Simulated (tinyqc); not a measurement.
Minimum-mode following (dimer method) and harmonic rate on a two-dimensional model surface: one step, computed by the program tinyqc. Command: `OMP_NUM_THREADS=1 python tinyqc.py 3008865 3008866 out.jsonl dimer walk`. One thread of a shared host (Intel(R) Xeon(R) Processor @ 2.30GHz), about 0.01 s of CPU time with the checks.

V(x, y) = h u^2 + t x + (kappa/2)(y + c u)^2 with u = x^2/w^2 - 1; the path runs from the minimum near (-w, 0) to that near (w, 0).

Problem. Curvatures and frequencies. Diagonalise the Hessian at the start minimum and at the saddle; nu = 15.6333042 THz x sqrt(|lambda|/M).

Inputs (values chosen for the exercise, for a model surface): height h = 0.82 eV; half width w = 1.5 angstrom; transverse stiffness kappa = 3.2 eV/angstrom^2; curvature c = 0.72 angstrom; tilt t = 0.098 eV/angstrom; mass M = 94 u.

Surface: curved double well.

positions (angstrom), rows start, end, saddle, columns x, y:
```
[[-1.532546, -0.031583],
 [1.465184, 0.033035],
 [0.067361, 0.718548]]
```

Constants: nu for 1 eV/(angstrom^2 u) = 15.6333042 THz.

Give: Hessian at the minimum; Hessian at the saddle; eigenvalues at the minimum; eigenvalues at the saddle; frequencies at the minimum; frequencies at the saddle (the first is imaginary).

Solution.

Hessian at the minimum (eV/angstrom^2):
```
[[6.186, -3.139],
 [-3.139, 3.200]]
```

Hessian at the saddle (eV/angstrom^2):
```
[[-1.443, 0.138],
 [0.138, 3.200]]
```

eigenvalues at the minimum (eV/angstrom^2): [1.217, 8.169]

eigenvalues at the saddle (eV/angstrom^2): [-1.447, 3.204]

frequencies at the minimum (THz): [1.779, 4.609]

frequencies at the saddle (the first is imaginary) (THz): [1.940, 2.886]
